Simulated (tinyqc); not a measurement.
Comparisons within one model: five-level k.p model folded onto the conduction band. A value that a table varies takes the place of the one given here.

For k along z and one spin sector the level c couples to four states. With c0 = hbar^2/2m0, P = sqrt(Ep c0), P2 = sqrt(Ep2 c0): diagonal Eg + (1 + Cm) c0 k^2 for c, and 0, -Dso, E7 + D2, E7 for lh, so, G8 up, G7 up (their own dispersion is left out); couplings of c: sqrt(2/3) P k to lh, sqrt(1/3) P k to so, sqrt(2/3) P2 k to G8 up, sqrt(1/3) P2 k to G7 up (phases chosen real).

Expanding E = H_cc + S(E) about Eg in powers of k^2, with s_n = sum_j H_cj^2/(Eg - H_jj)^n: order k^2: e2 = (1 + Cm) c0 k^2 + s1; order k^4: e4 = -s2 e2; order k^6: e6 = s3 e2^2 + s2^2 e2.

Second-order sums for the lowest conduction level at E: 1/m = 1 + Cm + (Ep/3)(2/E + 1/(E + Dso)) - (Ep2/3)(2/(E7 + D2 - E) + 1/(E7 - E)); g/2 = 1 + Cg - (Ep/3)(1/E - 1/(E + Dso)) - (Ep2/3)(1/(E7 - E) - 1/(E7 + D2 - E)). E is counted from the top of the valence band; E = Eg at the edge.

Constants: hbar^2/2m0 = 3.80998211 eV angstrom^2.

Inputs chosen for the exercise (near those of GaAs; the results hold for these values, not for the real material):
- Eg = 1.514 eV (gap at Gamma to the s-like level)
- Dso = 0.337 eV (spin-orbit splitting)
- Ep = 25.8 eV (Kane energy)
- E7 = 4.49 eV (upper Gamma7 conduction level, from the valence top)
- D2 = 0.17 eV (its spin-orbit splitting, Gamma8 above Gamma7)
- Ep2 = 5.4 eV (Kane energy to the upper levels)
- Cm = -0.7 (remote term in 1/m)
- Cg = 0 (remote term in g/2)

## How far the series holds

Energies from Eg; Pk/Eg measures the coupling.

Levels (eV):
```
k (1/angstrom)  Pk/Eg  to k^2   to k^4   to k^6   exact
0.0229          0.150  0.0291   0.0285   0.0285  0.0285
0.0524          0.343  0.1523   0.1354   0.1388  0.1381
0.0818          0.536  0.3711   0.2710   0.3195  0.3016
0.1113          0.729  0.6871   0.3440   0.6518  0.4934
0.1407          0.921  1.0980   0.2217   1.4783  0.6946
0.1702          1.115  1.6067  -0.2696   3.6675  0.8949
0.1996          1.307  2.2097  -1.3392   8.9027  1.0850
0.2291          1.500  2.9111  -3.2485  20.1704  1.2606
```

What can be read from the table?

Within 2 % of the exact level stay: the k^2 term in no row, the sum to k^4 up to Pk/Eg = 0.34, the sum to k^6 up to Pk/Eg = 0.34. In the last row the errors are +1651, -4509 and +18910 meV: higher orders make it worse, since the series in k^2 converges only for Pk below about Eg/2 in the two-level limit E = Eg/2 + sqrt(Eg^2/4 + P^2 k^2).

## Mass and g factor above the band edge

The sums are evaluated at E = Eg + dE, as is done for confined or hot electrons.

Results:
```
dE (meV)    m(E)    g(E)  m(E)/m(Eg)  1 + dE/Eg
0         0.0687  -0.134      1.0000     1.0000
20        0.0697  -0.086      1.0146     1.0132
50        0.0712  -0.017      1.0366     1.0330
100       0.0738   0.089      1.0738     1.0661
150       0.0764   0.187      1.1116     1.0991
200       0.0790   0.276      1.1501     1.1321
300       0.0844   0.434      1.2293     1.1982
```

What does this show?

Over 300 meV the mass grows by 22.9 %, against 19.8 % for two levels alone, and g moves from -0.134 to 0.434, crossing zero near dE = 58 meV.

## Six materials (three-level Kane formulas for mass and g factor)

1/m = 1 + (Ep/3)(2/Eg + 1/(Eg + Dso)), g = 2 - (2 Ep/3)(1/Eg - 1/(Eg + Dso)). The inputs are values chosen for the exercise.

Results:
```
case         Eg (eV)  Dso (eV)  Ep (eV)  m (m0)        g   Eg/Ep
A near GaAs    1.528     0.337     25.5  0.0599   -0.010  0.0599
B near GaP     2.896     0.081     30.8  0.0867    1.807  0.0940
C near CdTe    1.616     0.922     19.0  0.0882   -0.847  0.0851
D near Ge      0.910     0.287     26.5  0.0360   -2.655  0.0343
E near GaSb    0.799     0.754     27.5  0.0335   -9.140  0.0291
F near InAs    0.413     0.385     21.5  0.0224  -14.744  0.0192
```

What can be read from the table?

The mass follows the gap: m/(Eg/Ep) lies between 0.92 and 1.16, while m itself spans a factor of 3.9. The order by mass differs from the order by gap. g is negative for A, C, D, E and F; it needs Ep Dso > 3 Eg (Eg + Dso). Where g is small, two larger terms cancel: 5 % in Ep moves g by (2 - g)/20, and the levels left out move it by tenths. Remote bands, left out here, make real masses heavier, by up to a half in the wider-gap crystals. All rows are for the Gamma valley, which is not the lowest one in GaP and Ge.

## What each parameter does

Mass and g at E = Eg. Each row changes one parameter from the base and keeps the others.

Results:
```
case             m (m0)        g
base            0.06869  -0.1337
Eg = 1.363 eV   0.06131  -0.5609
Dso = 0.371 eV  0.06909  -0.3013
Ep = 28.38 eV   0.06189  -0.3406
E7 = 4.939 eV   0.06766  -0.1181
D2 = 0.153 eV   0.06872  -0.1275
Ep2 = 5.94 eV   0.06953  -0.1403
```

What can be read from the table?

The largest shifts from the base row, up to three for each result and ties (the steps differ in size, so this ranks the rows, not the parameters). m (m0): Eg -0.00738, Ep -0.00680, E7 -0.00103. g: Eg -0.4272, Ep -0.2068, Dso -0.1676.

Run: tinyqc, `OMP_NUM_THREADS=1 python tinyqc.py 1050701 1050702 out.jsonl`; Intel(R) Xeon(R) Processor @ 2.30GHz, one thread, shared host; about 0.01 s of CPU time with all checks.
